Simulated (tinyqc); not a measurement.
Electron mobility of a polar semiconductor by Rode's iterative solution of the Boltzmann equation: one step, computed by the program tinyqc. Command: `OMP_NUM_THREADS=1 python tinyqc.py 3017551 3017552 out.jsonl rode walk`. One thread of a shared host (Intel(R) Xeon(R) Processor @ 2.30GHz), about 0.01 s of CPU time with the checks.

The distribution is f(E) + e F l(E) (-df/dE) cos(theta) for a weak field F, theta counted from the force; l(E) is a mean free path. Elastic processes enter by their momentum rate, polar optical phonons by out- and in-scattering terms. One valley only: where upper valleys lie close, measured mobilities are lower. The density n is prescribed, even where a narrow-gap material would have more intrinsic carriers.

Task: Rates on one ladder of the grid. Kane band: hbar^2 k^2/(2 m) = E (1 + alpha E), speed v = hbar k/(m (1 + 2 alpha E)), states per spin, volume and energy g(E) = m k (1 + 2 alpha E)/(2 pi^2 hbar^2); overlap factors are set to 1. Masses are multiplied by m_0 and all formulas are in SI units. Phonon occupation N_q = 1/(exp(hbar w/(k_B T)) - 1). Acoustic deformation potential (elastic, equipartition, absorption and emission together): 1/tau = 2 pi k_B T D_A^2 g(E)/(hbar rho v_l^2). Piezoelectric (elastic, unscreened, momentum relaxation): 1/tau = e^2 K^2 k_B T m (1 + 2 alpha E)/(2 pi eps_s eps_0 hbar^3 k), with alpha = 0 for a parabolic band. Singly charged impurities, momentum relaxation: 1/tau = N_I e^4 m (1 + 2 alpha E) Phi/(8 pi (eps_s eps_0)^2 hbar^3 k^3), with alpha = 0 for a parabolic band. Brooks-Herring: Phi = ln(1 + b) - b/(1 + b), b = 4 k^2 L_s^2. Polar optical, unscreened: W = e^2 w (1/eps_inf - 1/eps_s) m (1 + 2 alpha E') ln|(k + k')/(k - k')| / (4 pi eps_0 hbar^2 k), times N_q for absorption (E' = E + hbar w) and N_q + 1 for emission (E' = E - hbar w > 0), with alpha = 0 for a parabolic band; mean cosine of the angle <cos> = (k^2 + k'^2)/(2 k k') - 1/ln|(k + k')/(k - k')|. Energy grid E_j = (j + 1/2) hbar w/s, j = 0, 1, ..., up to (max(eta, 0) + 18) k_B T, so that E_j +/- hbar w are grid points; l = 0 beyond the grid; integrals are sums times the spacing. With f' = f(E'): out-scattering S_o = sum over absorption and emission of W (1 - f')/(1 - f); nu = sum of elastic rates; the in-scattering weights are c+ = W_abs <cos> (1 - f')/(1 - f) for E' = E + hbar w and c- likewise for emission.

Inputs (values chosen for the exercise, for a model polar semiconductor):
```
quantity                             value    unit
effective mass m                      0.11     m_0
non-parabolicity alpha                0.26    1/eV
static permittivity eps_s             15.2       -
high-frequency permittivity eps_inf   7.96       -
density rho                           6260  kg/m^3
sound velocity v_l                    4070     m/s
acoustic deformation potential D_A      11      eV
optical phonon energy hbar w          89.4     meV
piezoelectric coupling K             0.016       -
temperature T                          350       K
grid points per phonon energy s          6       -
```

Band: Kane. Elastic processes: acoustic, piezoelectric, impurity.

reduced Fermi level eta = -6.984247

ionised impurity density N_I = 3.483333e+15 1/cm^3

screening length L_s = 151.7872 nm

Constants: k_B = 8.617333262e-05 eV/K; k_B = 1.380649e-23 J/K; e = 1.602176634e-19 C; hbar = 1.054571817e-34 J s; m_0 = 9.1093837015e-31 kg; eps_0 = 8.8541878128e-12 F/m; hbar = 6.582119569e-16 eV s.

Give: Points j = s/2, s/2 + s, ... (the first seven rungs, or as many as the grid holds), rates in 1e12/s.

Result:

Points j = s/2, s/2 + s, ... (the first seven rungs, or as many as the grid holds), rates in 1e12/s:
```
E (meV)    v (m/s)     nu    S_o     c+     c-
52.15    4.003e+05  1.651   3.50  1.444   0.00
141.55   6.381e+05  2.772  42.23  1.787  16.06
230.95   7.899e+05  3.719  50.01  1.887  25.70
320.35   9.030e+05  4.606  51.69  1.929  29.48
409.75   9.926e+05  5.471  52.11  1.950  31.44
499.15   1.066e+06  6.333  52.17  1.964  32.64
```

Points one phonon energy apart are coupled only to each other, so the grid falls into s independent ladders.
